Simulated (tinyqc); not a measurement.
Thin-film optics by transfer matrices: sweeps and comparisons. A value that a table varies takes the place of the one given here.

Indices N = n + i k. Snell: N0 sin(theta) = N_j sin(theta_j), with Im(N_j cos theta_j) >= 0. Admittance y_j = N_j cos theta_j for s and N_j/cos theta_j for p. Phase delta_j = 2 pi N_j cos theta_j d_j/lambda. Layer matrix [[cos delta, -i sin delta/y], [-i y sin delta, cos delta]], multiplied from the top down to M. (B, C) = M (1, y_sub); r = (y0 B - C)/(y0 B + C), R = |r|^2, T = 4 Re y0 Re y_sub/|y0 B + C|^2, absorbed in the films 1 - R - T.

Ellipsometry: rho = tan(Psi) exp(i Delta) = -conj(r_p/r_s) with the r of the admittance formula, Delta in 0 to 360 degrees, so that a bare dielectric at small angles gives Delta = 180.

Inputs chosen for the exercise (indices near those of resist, ARC on polySi; not measured data): lam = 248 nm (vacuum wavelength); n0 = 1 (ambient index); n = (1.752, 1.776, 1.666) (n of resist, ARC, substrate); k = (0.012, 0.405, 2.823) (k in the same order); d = (569, 24.9) nm (thicknesses, top first); theta = 30 degrees (angle of incidence); pol = p (polarisation).

## Swing curve: thickness of the top film

The first entry of d takes the values listed.

Stack:
```
d_1 (nm)       R       T  absorbed
569.0     0.1499  0.2111    0.6390
581.3     0.0647  0.2304    0.7049
593.6     0.0016  0.2433    0.7551
605.9     0.0373  0.2320    0.7307
618.2     0.1235  0.2094    0.6671
630.5     0.1704  0.1969    0.6327
642.8     0.1439  0.2020    0.6541
655.2     0.0616  0.2196    0.7188
667.5     0.0018  0.2311    0.7671
679.8     0.0362  0.2208    0.7430
692.1     0.1188  0.2001    0.6812
704.4     0.1637  0.1887    0.6476
716.7     0.1379  0.1933    0.6688
```

R swings between 0.0016 and 0.1704 on these points. The period is lambda/(2 Re(N_1 cos theta_1)) = 73.8 nm, six rows. The swing shrinks from 0.1689 in the first period to 0.1619 in the second, as the film absorbs the wave that returns from below. The swing ratio (max - min)/mean is 1.81.

## Angle of incidence

Both polarisations.

Stack:
```
theta (degrees)     R_s     R_p    Psi   Delta
0                0.0041  0.0041  45.00  180.00
15               0.0389  0.0309  41.71  174.82
30               0.2341  0.1499  38.66  172.56
45               0.2035  0.0800  32.09  197.00
55               0.0617  0.0208  30.16  344.88
60               0.1857  0.0400  24.89   51.25
65               0.3748  0.0570  21.30   65.67
70               0.5299  0.0573  18.20   61.87
75               0.6462  0.0584  16.73   41.93
80               0.7498  0.1134  21.25   16.28
85               0.8637  0.3341  31.88    3.75
```

R_s and R_p agree at normal incidence (0.0041). R_p is lowest at 0 degrees of those listed (0.0041), where R_s = 0.0041: the two agree there by symmetry, and no oblique row falls below it. R_s does not rise steadily, because the phase thickness of the films changes with the angle.

## Thickness of the antireflection layer under the resist

Light arrives at normal incidence from inside the resist, taken as the ambient with its real index n; the second entry of d takes the values listed.

Reflectance back into the resist:
```
d_2 (nm)       R
0         0.4059
10        0.3052
20        0.1595
30        0.0535
40        0.0120
50        0.0176
60        0.0404
80        0.0450
100       0.0087
120       0.0082
```

Without the layer R = 0.4059; the lowest value listed is 0.0082 at 120 nm, against a quarter wave lambda/(4 n) = 34.9 nm. A very thick layer would leave only its top interface, R = 0.0131, once absorption has removed the wave from below.

## Sensitivity of the reflectance

R for both polarisations. Each row changes one parameter from the base and keeps the others.

Results:
```
case                          R_s     R_p     T_s
base                       0.2341  0.1499  0.1817
d = (574, 24.9) nm         0.1966  0.1191  0.1901
n = (1.787, 1.776, 1.666)  0.1273  0.0679  0.2067
k = (0.012, 0.405, 3.115)  0.2488  0.1637  0.1660
lam = 253 nm               0.2646  0.1820  0.1782
theta = 35 degrees         0.2785  0.1604  0.1678
```

The largest shifts from the base row, up to three for each result and ties (the steps differ in size, so this ranks the rows, not the parameters). R_s: n -0.1068, theta +0.0444, d -0.0375. R_p: n -0.0820, lam +0.0321, d -0.0307. T_s: n +0.0250, k -0.0157, theta -0.0139.

(tinyqc, `OMP_NUM_THREADS=1 python tinyqc.py 1681157 1681158 out.jsonl`, Intel(R) Xeon(R) Processor @ 2.30GHz, 1 thread, shared host, about 0.01 s.)
